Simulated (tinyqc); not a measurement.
Configuration-coordinate model of a defect: Huang-Rhys factor and luminescence line shape. Changing the temperature T. Computed by tinyqc, a small Python program. Command: `OMP_NUM_THREADS=1 python tinyqc.py 3015342 3015343 out.jsonl ccline sweep`. One thread of a shared host (Intel(R) Xeon(R) Processor @ 2.30GHz), about 0.05 s of CPU time with the checks.

Ground state E_g(Q) = (1/2) omega_g^2 Q^2; excited state E_e(Q) = E_0 + (1/2) omega_e^2 (Q - dQ)^2 with omega_e = omega_g and E_0 = E_ZPL. Q is mass-weighted; the dipole does not depend on Q (Condon approximation).

Inputs (values chosen for the exercise, for a model defect in a wide-gap host): zero-phonon energy E_ZPL = 2.06 eV; displacement dQ = 0.507 u^(1/2) angstrom; ground-state phonon hbar omega_g = 21.6 meV; refractive index n_r = 2.47; transition dipole mu = 2 e angstrom; quenching prefactor nu_0 = 3e+11 1/s.

Modes: equal frequencies in both states.

Constants: hbar^2/u = 4.18015928e-03 eV angstrom^2; k_B = 8.617333262e-05 eV/K; hbar = 6.582119569e-16 eV s; e = 1.602176634e-19 C; eps_0 = 8.8541878128e-12 F/m; hbar = 1.054571817e-34 J s; c = 299792458 m/s.

Method:
- S = hbar omega dQ^2/(2 hbar^2/u) for each state; relaxation energy S hbar omega; absorption at E_0 + S_e hbar omega_e, emission at E_0 - S_g hbar omega_g; the Stokes shift is their difference.
- Overlaps <m_e|n_g> of harmonic-oscillator functions (Hermite recursion, positive leading coefficients) by a sum over an even grid (700 points from x = -9 to 9 + d for the small table, 1500 points from -16 to 16 + d for the thermal sums), with x = Q sqrt(omega_g/hbar), d = sqrt(2 S_g) and frequency ratio omega_e/omega_g.
- Initial levels m = 0..24 carry Boltzmann weights exp(-m hbar omega_e/k_B T), normalised; final levels n = 0..79; a line lies at E_ZPL + m hbar omega_e - n hbar omega_g with weight w_m <m|n>^2. Moments are taken over these weights without the E^3 factor; FWHM = 2 sqrt(2 ln 2) x standard deviation; the zero-phonon weight is the sum of w_m <m|m>^2.
- The curves cross at the root Q_c nearest dQ; the barrier is (1/2) omega_e^2 (Q_c - dQ)^2, with (1/2) omega^2 = (hbar omega)^2/(2 hbar^2/u). k_r = n_r omega^3 mu^2/(3 pi eps_0 hbar c^3) at the vertical emission energy, without local-field correction; k_nr = nu_0 exp(-barrier/k_B T) (Mott-Seitz); yield = k_r/(k_r + k_nr); T_1/2 = barrier/(k_B ln(nu_0/k_r)).

One run for each value:
```
temperature T (K)  FWHM from the second moment (eV)  zero-phonon weight  luminescence yield  mean emission energy (eV)
30                                          0.04146              0.5146                   1                      2.046
43                                          0.04157              0.5134                   1                      2.046
62                                          0.04218              0.5067                   1                      2.046
89                                          0.04401              0.4872                   1                      2.046
130                                         0.04799              0.4475                   1                      2.046
180                                         0.05342              0.3994                   1                      2.046
260                                         0.06194              0.3383                   1                      2.046
380                                         0.07347              0.2787                   1                      2.046
```

What does the table show, and why?

Over the rows, FWHM from the second moment (eV) rises from 0.0415 to 0.0735 (exponent d ln y / d ln x 0.0075 between the first rows and 0.45 between the last); zero-phonon weight falls from 0.515 to 0.279 (exponent d ln y / d ln x -0.0067 between the first rows and -0.51 between the last). At the low end the exponent of FWHM from the second moment is 0.01, close to 0: zero-point motion sets the width. At the high end the exponent of FWHM from the second moment is 0.45, close to 0.50: the classical limit. The scale is hbar omega_g/k_B = 251 K: below about a third of it only the lowest level emits.

Caution (all rows): for small S the spectrum is a set of resolved lines, and a Gaussian width has little meaning. Caution (all rows): the curves cross far outside the range of the harmonic model, so the barrier and T_1/2 have no quantitative meaning.

Extremes, crossings and ranges named in words are read from the listed rows.
